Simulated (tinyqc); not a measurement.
# Surface potential of a MOS transistor: implicit equation and explicit approximations: accuracy of the approximations against gate voltage

p-type body, charge-sheet picture, depletion and inversion only, full ionisation (an idealisation for deep acceptors), Boltzmann statistics (rough once Na exp(x - xn) passes about Nc/7). In units of Vt: xg = (Vg - Vfb)/Vt, x = psi/Vt, G = gamma/sqrt(Vt), xn = (2 phiF + Vc)/Vt. The implicit equation is (xg - x)^2 = G^2 [x - 1 + exp(x - xn)] for x above about 3. Cox = eps0 eox/tox.

ni = sqrt(Nc Nv) exp(-Eg/(2 Vt)), Eg in volts; phiF = Vt ln(Na/ni); gamma = sqrt(2 q eps0 eps_r Na)/Cox; VT = Vfb + Vt (xn + G sqrt(xn - 1)). Depletion value a = 1 + [sqrt(G^2/4 + xg - 1) - G/2]^2; inversion value b = xn + ln[(xg - xn)^2/G^2 - xn + 1] and first guess y = min(a, b) - ln(1 + exp(-|a - b|)) if a > xn + 1, else b = y = a; one second-order correction with D = exp(y - xn), p = 2 (xg - y) + G^2 (1 + D), w = (xg - y)^2 - G^2 (y - 1 + D): z = y + 2 w/(p + sqrt(p^2 - 2 (2 - G^2 D) w)), or the Newton step z = y + w/p where the root is not real. N_inv = (Cox Vt G/q) [sqrt(x - 1 + exp(x - xn)) - sqrt(x - 1)] at the root. Lambert form (Cox m Vt/q) W0[(G/(2 m sqrt(xn - 1))) exp((Vg - VT)/(m Vt))], m = 1 + G/(2 sqrt(xn - 1)). Errors under 1e-4 mV, and the linear form below VT, are printed as 0.

Inputs (values chosen for the exercise); band and dielectric values close to those of silicon:
- T = 300 K (temperature)
- Eg = 1.12 eV (band gap)
- eps_r = 11.9 (relative permittivity)
- Nc = 2.84e19 cm^-3 (conduction-band density of states at T)
- Nv = 2.61e19 cm^-3 (valence-band density of states at T)
- eox = 25.6 (relative permittivity of the gate insulator (close to zirconium oxide))
- tox = 33 nm (insulator thickness)
- Na = 1.9e16 cm^-3 (acceptor density)
- Vfb = -0.41 V (flat-band voltage)
- Vc = 0.2 V (channel-body voltage)

Constants: q = 1.602176634e-19 C, kB = 1.380649e-23 J/K, Vt = kB T/q, eps0 = 8.8541878128e-14 F/cm where lengths are in cm. Results are converted to the units shown.

Accuracy of the approximations against gate voltage:

| Vg (V) | psi (V) | x - xn | error of y (mV) | error of z (mV) | N_inv (cm^-2) | Cox (Vg - VT)/q (cm^-2) | Lambert form (cm^-2) |
|---|---|---|---|---|---|---|---|
| 0.25 | 0.5737 | -14.33 | 0 | 0 | 5201 | 0 | 3614 |
| 0.45 | 0.7601 | -7.124 | 1.33e-3 | 0 | 6.077e6 | 0 | 5.311e6 |
| 0.65 | 0.9464 | 0.08441 | 1.60 | 0 | 7.273e9 | 1.720e10 | 7.333e9 |
| 0.85 | 1.057 | 4.352 | 26.6 | 8.66 | 3.638e11 | 8.746e11 | 3.958e11 |
| 1.05 | 1.095 | 5.823 | 19.6 | 5.42 | 1.049e12 | 1.732e12 | 1.130e12 |
| 1.25 | 1.117 | 6.681 | 15.0 | -1.63 | 1.806e12 | 2.589e12 | 1.925e12 |
| 1.45 | 1.133 | 7.288 | 12.3 | -0.737 | 2.592e12 | 3.447e12 | 2.741e12 |
| 1.65 | 1.145 | 7.758 | 10.5 | -0.413 | 3.395e12 | 4.304e12 | 3.567e12 |
| 1.85 | 1.155 | 8.141 | 9.15 | -0.260 | 4.207e12 | 5.162e12 | 4.400e12 |

psi rises from 0.574 to 1.15 V and ends 8.1 Vt above 2 phiF + Vc. Among the rows the first guess is off by at most 27 mV (at Vg = 0.85 V) and the corrected value by at most 8.7 mV. In the last row the linear form is 23 % above N_inv and the Lambert form 4.6 % above it; in the first row the Lambert form is 31 % below it. For Vg = 1.05, 1.25, 1.45, 1.65, 1.85 the electron quasi-Fermi level lies less than 2 Vt below the band edge at the surface, or above it, where degeneracy and confinement, left out, matter.

Numbers from tinyqc (`OMP_NUM_THREADS=1 python tinyqc.py 2122042 2122043 out.jsonl`; about 0.01 s on one thread of a shared Intel Xeon 2.30GHz).
